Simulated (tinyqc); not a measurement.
Vacuum evaporation: vapour pressure, source flux, thickness distribution, purity and step coverage: one step, computed by the program tinyqc. Command: `OMP_NUM_THREADS=1 python tinyqc.py 3112404 3112405 out.jsonl evap walk`. One thread of a shared host (Intel(R) Xeon(R) Processor @ 2.30GHz), about 0.01 s of CPU time with the checks.

Molecular flow, unit sticking of the metal, no re-evaporation. The background gas is taken as water vapour (18.015 g/mol, collision diameter 0.37 nm) at 300 K.

Problem. Rate and uniformity on a fixed wafer above the source. A small source emits (n + 1) Phi area cos^n(phi)/(2 pi) per solid angle; on a parallel plane at height h and lateral distance l the arrival rate is (n + 1) Phi area/(2 pi h^2) x (1 + (l/h)^2)^(-(n + 3)/2). Growth rate = arrival rate x m/rho, m = M u. The wafer is fixed and centred above the source.

Inputs (values chosen for the exercise, modelled on copper, with constants for the liquid):
```
quantity                    value    unit
molar mass M                63.55   g/mol
film density rho             8.96  g/cm^3
source temperature T         1570       K
source area                     1    cm^2
directionality n                2       -
source-to-wafer distance h     17      cm
wafer radius R                 10      cm
```

flux Phi = 1.965754e+18 1/(cm^2 s)

Constants: u = 1.6605390666e-27 kg.

Give: arrival rate at the centre; growth rate at the centre; edge over centre; non-uniformity (max - min)/(max + min); share of the material that lands on the wafer, 1 - (1 + (R/h)^2)^(-(n + 1)/2).

Solution.

arrival rate at the centre = 3.2477e+15 1/(cm^2 s)

growth rate at the centre = 0.38250 nm/s

edge over centre = 0.47574

non-uniformity (max - min)/(max + min) = 35.525 %

share of the material that lands on the wafer, 1 - (1 + (R/h)^2)^(-(n + 1)/2) = 35.964 %
